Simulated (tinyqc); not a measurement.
# Germanium share from the critical thickness

Question. Critical thickness (Matthews-Blakeslee, 60-degree dislocations): h = bv (1 - nu/4)[ln(h/bv) + 1]/(4 pi e_par (1 + nu)), nu = c12/(c11 + c12). e_par = b1 x. Find e_par and x.

Values chosen for this exercise:
- b1 = 0.0418 (lattice mismatch per unit x)
- c11 = 165 GPa (elastic constant)
- c12 = 63.9 GPa (elastic constant)
- bv = 0.384 nm (Burgers vector)

critical thickness = 8.7819471 nm

Solution. For given h the relation is explicit in the strain.

e_par = 1.045 %
x = 0.2500

Numbers from tinyqc (`OMP_NUM_THREADS=1 python tinyqc.py 2530172 2530173 out.jsonl`; about 0.02 s on one thread of a shared Intel Xeon 2.30GHz).
